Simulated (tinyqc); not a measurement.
MOS capacitor on an n-type substrate, surface potential from the exact charge relation: one step of the calculation.

Uniform n-type substrate, Boltzmann statistics, full ionisation, classical densities. psi is the surface potential against the body (positive when the bands bend down) and u = -psi/Vt. Traps are spread evenly over the gap and neutral at flat band, so their charge is -q Dit psi; the minority quasi-Fermi level is shifted by Vb.

Task. Newton step for the surface potential. u = -psi/Vt; F^2 = exp(-u) + u - 1 + r (exp(u) - u - 1); Qs = +sign(u) Q0 F; Cs = -dQs/dpsi = (Q0/Vt) |1 - exp(-u) + r (exp(u) - 1)|/(2 F). f = Vfb + psi + (q Dit psi - Qs)/Cox - Vg, f' = 1 + (Cs + q Dit)/Cox, psi(new) = psi - f/f'.

Values chosen for this exercise; band and dielectric values close to those of germanium: temperature T = 300 K; density of interface traps Dit = 0 cm^-2 eV^-1; gate voltage against the body Vg = -0.12 V.

Constants: q = 1.602176634e-19 C, kB = 1.380649e-23 J/K, Vt = kB T/q. Results are converted to the units shown.

psi after iteration 2 = -0.32735586 V
Cox = 0.16443492 uF/cm^2
Vfb = 0.44377011 V
Q0 = 24.939604 nC/cm^2
r = 1.2443927e-7

Give: u; F; Qs; Cs; f; f'; psi after iteration 3.

Result.

u = 12.66
F = 3.421
Qs = 85.31 nC/cm^2
Cs = 0.1465 uF/cm^2
f = -0.2824 V
f' = 1.891
psi after iteration 3 = -0.1780 V

Computed by the program tinyqc: `OMP_NUM_THREADS=1 python tinyqc.py 2060045 2060046 out.jsonl`, one thread of a shared Intel Xeon 2.30GHz, about 0.01 s for the whole run.
